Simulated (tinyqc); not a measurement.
## Trap density from the barrier height

Question. In a partly depleted grain with all boundary traps filled, 2 N W = Qt and VB = q N W^2/(2 eps0 eps_r). Find Qt, W and the doping at which VB would equal Vt.

Parameters, values chosen for the exercise:
- T = 250 K (temperature)
- eps_r = 11.7 (relative permittivity)

Constants: q = 1.602176634e-19 C, kB = 1.380649e-23 J/K, Vt = kB T/q, eps0 = 8.8541878128e-14 F/cm where lengths are in cm. Results are converted to the units shown.

doping = 2.8e18 cm^-3
barrier height = 0.058066250 V

Answer. Eliminating W gives VB = q Qt^2/(8 eps0 eps_r N), which falls as 1/N.

Qt = 2.90e12 cm^-2
W = 5.18 nm
doping for VB = Vt = 7.55e18 cm^-3

Computed by the program tinyqc: `OMP_NUM_THREADS=1 python tinyqc.py 2830145 2830146 out.jsonl`, one thread of a shared Intel Xeon 2.30GHz, about 0.01 s for the whole run.
